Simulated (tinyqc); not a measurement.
Inside a calculation. Model: a tight-binding chain with uneven site energies, recursive Green functions.

Program tinyqc, `OMP_NUM_THREADS=1 python tinyqc.py 2660113 2660114 out.jsonl`; Intel Xeon 2.30GHz, shared host, one thread, about 0.02 s. Printed values are rounded.

The device has N = 7 slices of 1 site(s), nearest-neighbour hopping -t, and site energies U; the leads are semi-infinite continuations with site energy 0. V = <i+1|H|i> = -t 1.

Parameters, values chosen for the exercise:
```
symbol,value,unit,meaning
t,1,eV,hopping (matrix element -t)
U,"[0.43, -0.39, -0.06, 0.37, 0.01, 0.04, 0.06]",eV,"site energies, slice by slice"
E,-1.59,eV,energy
```

Constants: q = 1.602176634e-19 C, h = 6.62607015e-34 J s. Results are converted to the units shown.

## Self-energy of the leads

Sigma = t^2 g(E), g(x) = (x - i sqrt(4 t^2 - x^2))/(2 t^2) for |x| < 2 t and (x - sign(x) sqrt(x^2 - 4 t^2))/(2 t^2) otherwise; Gamma = i (Sigma - Sigma^dagger); both leads give the same.

Sigma = -0.795000-0.606609i eV
Gamma = 1.21322 eV
open modes = 1

## Forward pass

Forward pass: g_1 = (E - H_1 - Sigma)^(-1), g_i = (E - H_i - V g_(i-1) V^dagger)^(-1), with Sigma also subtracted on the last slice; G_(i,1) = g_i V G_(i-1,1), starting from g_1. H_i is the block of slice i, its site energy.

```
site         g_i (1/eV)  G_(i,1) of the forward pass (1/eV)
1     -0.65557-0.32463i                 -0.655571-0.324633i
2     -1.35501-0.80797i                 -0.626012-0.969562i
3     -0.25604-1.18222i                  0.985946-0.988335i
4     -0.39617-0.27486i                  0.662257-0.120544i
5     -0.78952-0.18027i                  0.544596+0.024211i
6     -1.13747-0.24397i                  0.613556+0.160401i
7      0.35165-1.05889i                 -0.385607+0.593284i
```

## Transmission

G_(N,1) = -0.385607+0.593284i 1/eV

T(E) = Tr[Gamma G_(N,1) Gamma G_(N,1)^dagger]. Conductance (2 q^2/h) T(E).

T(E) = 0.736949
conductance = 57.0995 uS

Inverting the whole matrix gives the same value.

## Backward pass

Backward pass: G_NN = g_N, G_ii = g_i + g_i V^dagger G_(i+1,i+1) V g_i; local density of states -Im G_ii/pi on each site.

```
site        G_ii (1/eV)  local density of states (1/eV)
1     -0.07164-0.40762i                        0.129750
2      0.53805-0.96183i                        0.306159
3      0.30722-0.69855i                        0.222354
4     -0.21369-0.46021i                        0.146490
5     -0.47197-1.01428i                        0.322857
6     -0.11572-1.35581i                        0.431568
7      0.35165-1.05889i                        0.337056
```

A site of an infinite clean chain has 1/(pi sqrt(4 t^2 - x^2)) = 0.262 1/eV at this energy (x counted from the band centre); the device goes from 0.130 (site 1) to 0.432 (site 6).

## States fed from the left, and the bond current

The full first column follows backwards from c_N = G_(N,1): c_i = G_(i,1)(forward) + g_i V^dagger c_(i+1). The density of states fed by the left lead is Gamma |c_i|^2/(2 pi), and the current on bond i is 2 t Gamma Im(c_(i+1) conj(c_i)) in units of T(E).

```
site           c_i (1/eV)  density fed from the left (1/eV)
1     -0.071643-0.407621i                          0.033074
2      0.664970-0.455876i                          0.125510
3      0.869608-0.139431i                          0.149772
4      0.665529+0.242548i                          0.096884
5      0.434830+0.614824i                          0.109498
6      0.030198+0.741171i                          0.106247
7     -0.385607+0.593284i                          0.096676
```

bond current, bond 1 to 6: 0.736949  0.736949  0.736949  0.736949  0.736949  0.736949

The bond current is the same on every bond and equals T(E): the current is conserved.
